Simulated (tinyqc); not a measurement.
Inside a calculation. Method: sp3 tight binding, zinc-blende lattice. Computed by tinyqc, a small Python program that keeps every step. Command: `OMP_NUM_THREADS=1 python tinyqc.py 28073 28074 out.jsonl` (the two numbers bound the seeds that draw the settings). One thread of a shared host (Intel(R) Xeon(R) Processor @ 2.60GHz), about 0.01 s of CPU time with the checks.

## Bloch Hamiltonian at k

Parameters chosen for this model: zinc-blende lattice, anion at 0, cation at a/4 (1,1,1); V = eta hbar^2 / (m d^2), hbar^2/m = 7.619964 eV angstrom^2:
```
parameter          value      unit
a               5.160000  angstrom
d               2.234346  angstrom
Es anion      -14.010000        eV
Ep anion       -5.610000        eV
Es cation     -14.010000        eV
Ep cation      -5.610000        eV
eta ss         -1.400000
eta sp          1.840000
eta pp sigma    3.240000
eta pp pi      -0.810000
V ss           -2.136881        eV
V sp            2.808472        eV
V pp sigma      4.945353        eV
V pp pi        -1.236338        eV
```

k point k (2 pi / a): 0.290000  -0.510000  0.690000

Slater-Koster rules over the four bonds with direction cosines (l, m, n): ss V_ss; s-px l V_sp; px-s -l V_sp; px-px l^2 V_pps + (1 - l^2) V_ppp; px-py l m (V_pps - V_ppp); each times exp(i k.d).

H(k) at k (eV):
```
                      a s                 a px                a py                 a pz
a s            -14.010000             0.000000            0.000000             0.000000
a px             0.000000            -5.610000            0.000000             0.000000
a py             0.000000             0.000000           -5.610000             0.000000
a pz             0.000000             0.000000            0.000000            -5.610000
c s   -2.499571+2.386552i  -3.696554+0.929175i  1.754907-1.957225i  -0.958834+3.582210i
c px   3.696554-0.929175i   0.964120-0.920527i  1.218485-4.552266i  -2.230132+2.487237i
c py  -1.754907+1.957225i   1.218485-4.552266i  0.964120-0.920527i   4.697574-1.180794i
c pz   0.958834-3.582210i  -2.230132+2.487237i  4.697574-1.180794i   0.964120-0.920527i

                      c s                 c px                 c py                 c pz
a s   -2.499571-2.386552i   3.696554+0.929175i  -1.754907-1.957225i   0.958834+3.582210i
a px  -3.696554-0.929175i   0.964120+0.920527i   1.218485+4.552266i  -2.230132-2.487237i
a py   1.754907+1.957225i   1.218485+4.552266i   0.964120+0.920527i   4.697574+1.180794i
a pz  -0.958834-3.582210i  -2.230132-2.487237i   4.697574+1.180794i   0.964120+0.920527i
c s            -14.010000             0.000000             0.000000             0.000000
c px             0.000000            -5.610000             0.000000             0.000000
c py             0.000000             0.000000            -5.610000             0.000000
c pz             0.000000             0.000000             0.000000            -5.610000
```

## Levels at k

Diagonalise the Hermitian matrix.

eigenvalues (eV): -19.404223  -16.598215  -12.675943  -12.026350  -4.265858  -0.306398  0.818829  2.778158

weights |c|^2 of the basis functions:
```
        band 1    band 2    band 3    band 4    band 5    band 6    band 7    band 8
a s   0.451369  0.225276  0.043784  0.000359  0.230559  0.033687  0.000390  0.014576
a px  0.019173  0.095837  0.208900  0.071256  0.131101  0.242792  0.076677  0.154264
a py  0.009983  0.085994  0.070259  0.311764  0.023409  0.001527  0.321314  0.175750
a pz  0.019476  0.092894  0.177057  0.116621  0.114930  0.221994  0.101619  0.155410
c s   0.451369  0.225276  0.043784  0.000359  0.230559  0.033687  0.000390  0.014576
c px  0.019173  0.095837  0.208900  0.071256  0.131101  0.242792  0.076677  0.154264
c py  0.009983  0.085994  0.070259  0.311764  0.023409  0.001527  0.321314  0.175750
c pz  0.019476  0.092894  0.177057  0.116621  0.114930  0.221994  0.101619  0.155410
```

## Bloch Hamiltonian at L

k point L (2 pi / a): 0.500000  0.500000  0.500000

As before.

H(k) at L (eV):
```
                      a s                 a px                 a py                 a pz
a s            -14.010000             0.000000             0.000000             0.000000
a px             0.000000            -5.610000             0.000000             0.000000
a py             0.000000             0.000000            -5.610000             0.000000
a pz             0.000000             0.000000             0.000000            -5.610000
c s   -3.022006-3.022006i   2.293108+2.293108i   2.293108+2.293108i   2.293108+2.293108i
c px  -2.293108-2.293108i   1.165631+1.165631i  -2.914077-2.914077i  -2.914077-2.914077i
c py  -2.293108-2.293108i  -2.914077-2.914077i   1.165631+1.165631i  -2.914077-2.914077i
c pz  -2.293108-2.293108i  -2.914077-2.914077i  -2.914077-2.914077i   1.165631+1.165631i

                      c s                 c px                 c py                 c pz
a s   -3.022006+3.022006i  -2.293108+2.293108i  -2.293108+2.293108i  -2.293108+2.293108i
a px   2.293108-2.293108i   1.165631-1.165631i  -2.914077+2.914077i  -2.914077+2.914077i
a py   2.293108-2.293108i  -2.914077+2.914077i   1.165631-1.165631i  -2.914077+2.914077i
a pz   2.293108-2.293108i  -2.914077+2.914077i  -2.914077+2.914077i   1.165631-1.165631i
c s            -14.010000             0.000000             0.000000             0.000000
c px             0.000000            -5.610000             0.000000             0.000000
c py             0.000000             0.000000            -5.610000             0.000000
c pz             0.000000             0.000000             0.000000            -5.610000
```

## Levels at L

As before.

eigenvalues (eV): -19.801652  -16.720871  -11.379578  -11.379578  -5.219171  0.159578  0.159578  2.501694

## Bands along a path

The same steps at evenly spaced points between the labelled ones.

Bands along the path (eV):
```
k             band 1      band 2      band 3      band 4     band 5     band 6     band 7     band 8
L         -19.801652  -16.720871  -11.379578  -11.379578  -5.219171   0.159578   0.159578   2.501694
L-G 0.33  -20.906616  -14.810556  -10.871503  -10.871503  -5.084818  -0.348497  -0.348497   1.561990
L-G 0.67  -22.114904  -11.376850   -9.668839   -9.668839  -4.971478  -1.551161  -1.551161  -0.776768
G         -22.557523   -8.906902   -8.906902   -8.906902  -5.462477  -2.313098  -2.313098  -2.313098
G-X 0.33  -21.959969  -10.909740  -10.623567  -10.623567  -4.163088  -2.207203  -0.596433  -0.596433
G-X 0.67  -20.223836  -14.249293  -12.935876  -12.935876  -2.745396  -2.021474   1.715876   1.715876
X         -17.537014  -17.537014  -13.852254  -13.852254  -2.082986  -2.082986   2.632254   2.632254
X-W 0.33  -17.537014  -17.537014  -13.852254  -13.852254  -2.082986  -2.082986   2.632254   2.632254
X-W 0.67  -17.537014  -17.537014  -13.852254  -13.852254  -2.082986  -2.082986   2.632254   2.632254
W         -17.537014  -17.537014  -13.852254  -13.852254  -2.082986  -2.082986   2.632254   2.632254
```

With 4 band(s) filled, the highest filled level on these points lies at G and the lowest empty one at G: a gap of 3.4444 eV, direct.
